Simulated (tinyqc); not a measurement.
# MOS structure on a p-type body with a doping step, non-linear Poisson equation by Newton steps: two studies

One dimension, insulator interface at x = 0, acceptor density N1 for x < x1 and Na beyond, net doping C = -(acceptor density). psi is counted from the intrinsic level: n = ni exp((psi - Vb)/Vt), p = ni exp(-psi/Vt); deep in the body psi_b = -Vt ln(Na/ni). The gate acts through Cox = eps0 eox/tox and has the potential psi_G = Vg - (phiM - chi - Vt ln(Nc/ni)). Boltzmann statistics, full ionisation, classical densities, no oxide or interface charge.

Values chosen for this exercise; band and dielectric values close to those of silicon: temperature T = 350 K; band gap Eg = 1.12 eV; relative permittivity eps_r = 11.5; conduction-band density of states at T Nc = 3.59e19 cm^-3; valence-band density of states at T Nv = 3.28e19 cm^-3; electron affinity chi = 4.02 eV; acceptor density deep in the body Na = 2.7e16 cm^-3; relative permittivity of the gate insulator (close to silicon dioxide) eox = 3.9; insulator thickness tox = 11 nm; gate work function phiM = 4.21 eV; electron quasi-Fermi potential against the body Vb = 0 V; depth of the doping step x1 = 140 nm; acceptor density above the step N1 = 8.1e16 cm^-3.

Constants: q = 1.602176634e-19 C, kB = 1.380649e-23 J/K, Vt = kB T/q, eps0 = 8.8541878128e-14 F/cm where lengths are in cm. Results are converted to the units shown.

Each table varies one quantity; the others keep the values above.

## Charge and capacitance against gate voltage

ni = sqrt(Nc Nv) exp(-Eg/(2 Vt)), Eg in volts. The Poisson equation d/dx(eps0 eps_r dpsi/dx) = -q (p - n + C), with eps0 eps_r dpsi/dx = -Cox (psi_G - psi_0) at x = 0, is solved on a mesh of about 600 nodes or more. N_inv is the integral of n less its value deep in the body. C_LF = Cox (1 - dpsi_0/dVg) with all carriers following; C_HF is the same with the electron quasi-Fermi level shifting uniformly so that N_inv stays fixed. The centroid is that of the same excess.

Charge and capacitance against gate voltage:
```
Vg (V)  psi_0 - psi_b (V)  N_inv (cm^-2)  C_LF/Cox  C_HF/Cox  centroid (nm)
0.09                0.455         3.40e6     0.276     0.276           3.02
0.25                0.573         1.49e8     0.255     0.253           2.64
0.4                 0.684         5.41e9     0.284     0.237           2.39
0.56                0.774        9.34e10     0.635     0.226           2.19
0.72                0.814        3.09e11     0.825     0.223           2.02
0.87                0.835        5.54e11     0.885     0.221           1.89
1.03                0.851        8.32e11     0.915     0.221           1.77
1.19                0.863        1.12e12     0.932     0.221           1.67
```

Read the table: what changes, and by how much?

N_inv goes from 3.40e6 to 1.12e12 cm^-2 and passes 2e11 cm^-2 at Vg = 0.646 V. Below threshold it takes 96.1 mV a decade between Vg = 0.25 and 0.4 V, against Vt ln 10 = 69.4 mV. C_LF/Cox is lowest, 0.255, at Vg = 0.25 V among the rows listed and ends at 0.932, while C_HF/Cox ends at 0.221. Between the last two rows q dN_inv/dVg is 0.914 Cox. Where the classical centroid is under about 2 nm, confinement would move the charge away from the interface and raise the threshold.

## Effect of the acceptor density above the step on threshold, swing and body effect

VT is the Vg at which N_inv = 2e11 cm^-2. m = 1/(dpsi_0/dVg) at N_inv = 1e8 cm^-2; the swing is the Vg between N_inv = 1e8 and 1e9 cm^-2; body coefficient [VT(Vb + 0.05 V) - VT(Vb)]/0.05 V - 1.

Result of one run:
```
N1 (cm^-3)  VT (V)  psi_0 - psi_b at VT (V)  m - 1  swing (mV/decade)  body coefficient
1.4e17       0.810                    0.807  0.445                102             0.395
```

What becomes of these results when the acceptor density above the step N1 is changed from 1.4e17 to 2e17 cm^-3, all else the same?

Result of the changed run:
```
N1 (cm^-3)  VT (V)  psi_0 - psi_b at VT (V)  m - 1  swing (mV/decade)  body coefficient
2e17         0.943                    0.812  0.524                108             0.464
```

The whole series:
```
N1 (cm^-3)  VT (V)  psi_0 - psi_b at VT (V)  m - 1  swing (mV/decade)  body coefficient
2e16         0.391                    0.780  0.193               85.5             0.183
3e16         0.442                    0.785  0.218               87.0             0.197
4.4e16       0.507                    0.790  0.257               89.5             0.225
6.4e16       0.587                    0.795  0.308               93.0             0.271
9.4e16       0.686                    0.801  0.370               97.3             0.328
1.4e17       0.810                    0.807  0.445                102             0.395
2e17         0.943                    0.812  0.524                108             0.464
```

As N1 goes from 2e16 to 2e17, VT rises from 0.391 to 0.943 V, the swing rises from 85.5 to 108 mV/decade and the body coefficient rises from 0.183 to 0.464. The swing stays within 3.2 % of m Vt ln 10, and the body coefficient within 0.061 of m - 1.

Program tinyqc, `OMP_NUM_THREADS=1 python tinyqc.py 2080174 2080175 out.jsonl`; Intel Xeon 2.30GHz, shared host, one thread, about 0.4 s.
